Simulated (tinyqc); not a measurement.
One-electron ion in a basis of Gaussians, step by step. One step of it, computed by the program tinyqc.

Problem. Matrices over normalised Gaussians. With p = a_i + a_j and I(k) = Gamma((k+1)/2) / (2 p^((k+1)/2)): S = I(2l+2), T = (2l+3) a_i a_j S / p, V = -Z I(2l+1), each divided by sqrt(S_ii S_jj).

exponents of r^l exp(-a r^2) (1/bohr^2): 0.001951  0.009658

Z = 1

l = 2

Give: S; T; V.

Solution.

S:
```
        1       2
1  1.0000  0.3617
2  0.3617  1.0000
```

T (hartree):
```
        1       2
1  0.0068  0.0041
2  0.0041  0.0338
```

V (hartree):
```
         1        2
1  -0.0376  -0.0235
2  -0.0235  -0.0836
```
